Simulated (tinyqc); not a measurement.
## Four-point probe on a layer of finite thickness

Four collinear probes with spacing s on a wide layer of thickness w over an insulator: V/I = (rho/(2 pi s)) S, S = 1 + 4 sum_(k>=1) {[1 + (2 k w/s)^2]^(-1/2) - [4 + (2 k w/s)^2]^(-1/2)}. Thin-film reading rho = (pi/ln 2) w V/I times the factor F1 = 2 ln 2/((w/s) S); bulk reading rho = 2 pi s V/I times 1/S; closed estimate F1 = ln 2/ln[sinh(w/s)/sinh(w/(2 s))]. x = w/s.

Four-point probe on a layer of finite thickness:
```
x,S,F1,1/S,estimate of F1
0.1,13.86,1.000,0.07213,0.9982
0.2,6.931,1.000,0.1443,0.9929
0.3,4.621,1.000,0.2164,0.9841
0.4,3.467,0.9995,0.2884,0.9721
0.6,2.330,0.9918,0.4293,0.9399
0.8,1.793,0.9662,0.5576,0.8989
1,1.504,0.9215,0.6647,0.8523
1.5,1.197,0.7719,0.8352,0.7285
2,1.094,0.6337,0.9142,0.6151
3,1.031,0.4484,0.9703,0.4476
5,1.007,0.2753,0.9931,0.2765
```

What does the comparison show?

F1 falls from 1.000 to 0.275 while 1/S rises from 0.0721 to 0.993. Among the rows the thin-film formula is good to 1 % up to w/s = 0.6 and the bulk formula from w/s = 5 on. The closed estimate is within 7.6 % of the series.

tinyqc, about 0.04 s, one thread, Intel Xeon 2.30GHz (shared host): `OMP_NUM_THREADS=1 python tinyqc.py 2850115 2850116 out.jsonl`
